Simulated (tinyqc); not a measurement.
Tunnelling through a two-layer gate stack, WKB transmission and Tsu-Esaki current: effect of temperature.

Electrons leave the emitter at x = 0. Energies E (motion across the layers) are in eV from the emitter Fermi level; the collector Fermi level lies at -V and offers states at every E. No charge in the dielectric and no image force: F1 = V/(t1 + t2 eps1/eps2), F2 = F1 eps1/eps2; U = phi1 - F1 x in layer 1 and phi2 - F1 t1 - F2 (x - t1) in layer 2. With C = hbar^2/(2 m0), kappa = sqrt(m (U - E)/C) where U > E and 0 elsewhere; T(E) = exp(-S), S = 2 times the integral of kappa over x.

Each layer adds (2/F) sqrt(m/C) [G(u at its left edge) - G(u at its right edge)] to S, with u = U - E (0 where negative) and G(u) = (2/3) u^1.5. J = J0 times the integral of T(E) N(E) dE, N = ln[(1 + exp(-E/Vt))/(1 + exp((-E - V)/Vt))], J0 = q^2 me m0 kB T/(2 pi^2 hbar^3) (times 1e-4 for A/cm^2 per eV), from E = -Ef to far above the barrier (T = 1 there), by quadrature converged to the digits shown.

Parameters, values chosen for the exercise; layer 1 close to silicon dioxide, layer 2 close to hafnium oxide:
- Ef = 0.36 eV (Fermi energy of the emitter above its band bottom)
- me = 0.31 m0 (emitter mass in the supply function)
- phi1 = 3.03 eV (barrier of layer 1 above the emitter Fermi level at zero bias)
- m1 = 0.48 m0 (tunnelling mass of layer 1)
- t1 = 0.7 nm (thickness of layer 1)
- eps1 = 3.8 (relative permittivity of layer 1)
- phi2 = 1.46 eV (barrier of layer 2 at zero bias)
- m2 = 0.19 m0 (tunnelling mass of layer 2)
- t2 = 2.9 nm (thickness of layer 2)
- eps2 = 22.5 (relative permittivity of layer 2)
- V = 1.5 V (voltage across the dielectric)

Constants: q = 1.602176634e-19 C, kB = 1.380649e-23 J/K, hbar = 1.054571817e-34 J s, m0 = 9.1093837015e-31 kg, Vt = kB T/q, hbar^2/(2 m0) = 0.0380998212 eV nm^2. Results are converted to the units shown.

Result of one run:
```
T (K)	J (A/cm^2)	mean E of the current (eV)
100	16.86	-0.1365
```

What becomes of these results when the temperature T is changed from 100 to 600 K, all else the same?

Result of the changed run:
```
T (K)	J (A/cm^2)	mean E of the current (eV)
600	60.44	0.07216
```

The whole series:
```
T (K)	J (A/cm^2)	mean E of the current (eV)
50	16.51	-0.1394
100	16.86	-0.1365
200	18.40	-0.1238
300	21.54	-0.09955
400	27.52	-0.05965
500	38.87	-0.001181
600	60.44	0.07216
750	131.3	0.1865
```

Between 50 and 300 K the current changes by a factor of 1.30, and between 300 and 750 K by 6.09; the mean energy of the current rises from -0.139 to 0.186 eV. The transmission grows by a factor e over d = 0.0572 eV near E = 0, equal to kB T/q at 663 K: far below that temperature the thermal tail adds little. In every row the field exceeds 10 MV/cm (up to 12.6), more than most dielectrics sustain; the model ignores breakdown. In every row a layer is thinner than 0.8 nm, a few atomic planes, where an effective mass is a rough description.

Program tinyqc, `OMP_NUM_THREADS=1 python tinyqc.py 2540043 2540044 out.jsonl`; Intel Xeon 2.30GHz, shared host, one thread, about 0.04 s.
